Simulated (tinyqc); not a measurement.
Raising D: domain walls in a thin film with perpendicular anisotropy: Bloch, Neel and chiral walls, motion and stripe domains. Computed by tinyqc, a small Python program. Command: `OMP_NUM_THREADS=1 python tinyqc.py 3013466 3013467 out.jsonl mwall walk`. One thread of a shared host (Intel(R) Xeon(R) Processor @ 2.30GHz), about 0.01 s of CPU time with the checks.

One-dimensional wall: polar angle theta(x), azimuth phi of the moment in the wall (phi = 0 Neel, 90 degrees Bloch). mu_0 = 1.25663706212e-6 T m/A, gamma = 1.76085963023e11 rad/(s T).

Inputs (values chosen for the exercise, for a model film):
```
quantity                      value    unit
saturation magnetisation M_s    597    kA/m
exchange stiffness A             22    pJ/m
uniaxial anisotropy K_u         398  kJ/m^3
DMI constant D                 0.74  mJ/m^2
thickness t                     1.8      nm
```

Method. K_eff = K_u - mu_0 M_s^2/2; Delta = sqrt(A/K_eff); sigma_0 = 4 sqrt(A K_eff); profile theta = 2 arctan exp(x/Delta); quality factor Q = 2 K_u/(mu_0 M_s^2). sigma(phi) = sigma_0 + 2 Delta K_D cos^2(phi) - pi D cos(phi), with the wall shape anisotropy K_D = N_x mu_0 M_s^2/2, N_x = t ln 2/(pi Delta). The minimum has cos(phi) = D/D_N for D < D_N = 4 Delta K_D/pi and phi = 0 beyond; sigma turns negative at D_c = (sigma_0 + 2 Delta K_D)/pi.

D_N = 0.113237 mJ/m^2

D_c = 2.54819 mJ/m^2

width parameter Delta = 11.2424 nm

sigma_0 = 7.82750 mJ/m^2

Wall against D; the last column is the Kaplan-Gehring width, log10[0.955 t exp(pi sigma/(mu_0 M_s^2 t))/nm], with a dash where it falls below 10 Delta and the formula fails:
```
D (mJ/m^2)  phi (degrees)  sigma (mJ/m^2)  sigma/sigma_0  log10 domain width
0.023              78.281          7.8202        0.99906              13.470
0.057              59.777          7.7824        0.99424              13.406
0.091              36.522          7.7126        0.98532              13.288
0.510               0.000          6.4032        0.81803              11.072
1.000               0.000          4.8638        0.62137               8.467
1.500               0.000          3.2930        0.42069               5.808
2.000               0.000          1.7222        0.22002               3.150
2.300               0.000          0.7797        0.09961                   -
```

What does the comparison show, and why?

D_N is 4 % of D_c, so a small D fixes the chirality long before it lowers the energy much. Beyond D_N sigma falls by pi per unit of D, and the domain width, which has sigma in an exponent, drops by 10.3 decades over the valid rows (values above 6 mean a single domain in any device).

Extremes, crossings and ranges named in words are read from the listed rows.
